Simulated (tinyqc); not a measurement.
# Index ratio and exit index from two stacks

Question. A quarter-wave stack has T0 = 4 y/(1 + y)^2 with y = (ns/n0)(nH/nL)^(2 N), and y > 1 here. Find nH/nL and ns/n0.

T0 for N = 8 and 10 pairs (%): 0.1472662247  0.02259371491

Solution. sqrt(1 - T0) = |1 - y|/(1 + y) gives y for each stack; two more pairs multiply y by (nH/nL)^4.

nH/nL = 1.60
ns/n0 = 1.50

Numbers from tinyqc (`OMP_NUM_THREADS=1 python tinyqc.py 2650124 2650125 out.jsonl`; about 0.01 s on one thread of a shared Intel Xeon 2.30GHz).
